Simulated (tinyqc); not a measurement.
Changing the three-body strength lambda: Stillinger-Weber potential for a tetrahedral semiconductor. Computed by tinyqc, a small Python program. Command: `OMP_NUM_THREADS=1 python tinyqc.py 3018728 3018729 out.jsonl swsi sweep`. One thread of a shared host (Intel(R) Xeon(R) Processor @ 2.30GHz), about 0.06 s of CPU time with the checks.

With x = r/sigma: pair term eps A (B x^-4 - 1) exp(1/(x - a)); for each pair of neighbours j, k of atom i, three-body term eps lambda exp(gamma/(x_ij - a) + gamma/(x_ik - a)) (cos theta_jik + 1/3)^2; both vanish beyond x = a. A = 7.049556277, B = 0.6022245584, a = 1.8.

Inputs (values chosen for the exercise, modelled on silicon): energy scale eps = 2.122 eV; length scale sigma = 2.076 angstrom; gamma = 1.2.

Constants: 1 eV/angstrom^3 = 160.2176634 GPa.

Method. All angles are tetrahedral, so only the pair term acts; its minimum lies at x = 2^(1/6) with depth eps, and second neighbours lie beyond the cut-off. a0 = 4 d/sqrt3; E = -2 eps per atom. Second derivatives of the energy per atom, volume a0^3/8: e_xx gives C11, e_xx = -e_yy gives 2 (C11 - C12), e_xy = e_yx = h/2 gives the unrelaxed C44(0). Under that shear the second sublattice shifts by u_z; minimising over u_z gives C44 = C44(0) - E_hu^2/(E_uu V) and Kleinman's zeta = |E_hu/E_uu|/(a0/4). The optical force constant is k = 4 E_uu, with M omega^2 = k at the zone centre.

One run for each value:

| three-body strength lambda | C44 (GPa) | internal strain zeta | C11 (GPa) | C12 (GPa) | unrelaxed C44(0) (GPa) |
|---|---|---|---|---|---|
| 2 | 6.97 | 0.95447 | 106.81 | 99.627 | 102.82 |
| 5 | 16.66 | 0.89114 | 114.00 | 96.034 | 104.02 |
| 10 | 31.06 | 0.79701 | 125.97 | 90.047 | 106.01 |
| 15 | 43.64 | 0.71481 | 137.95 | 84.059 | 108.01 |
| 21 | 56.78 | 0.62895 | 152.32 | 76.874 | 110.40 |
| 30 | 73.34 | 0.52074 | 173.87 | 66.096 | 114.00 |
| 40 | 88.38 | 0.42249 | 197.83 | 54.120 | 117.99 |
| 60 | 111.17 | 0.27357 | 245.73 | 30.169 | 125.97 |

Over the rows, C44 (GPa) rises from 6.97 to 111 (exponent d ln y / d ln x 0.95 between the first rows and 0.57 between the last); internal strain zeta falls from 0.954 to 0.274 (exponent d ln y / d ln x -0.075 between the first rows and -1.1 between the last); C11 (GPa) rises from 107 to 246 (exponent d ln y / d ln x 0.071 between the first rows and 0.53 between the last). At the low end the exponent of C44 is 0.95, close to 1: without bond bending the relaxed lattice has no shear stiffness. (C11 + 2 C12)/3 stays at 102.02 GPa, since uniform compression bends no bond, while (C11 - C12)/2 is proportional to lambda, 1.796 GPa per unit.

Caution (all rows): the original fit to silicon is too soft in shear (C44) and too stiff for the optical mode.
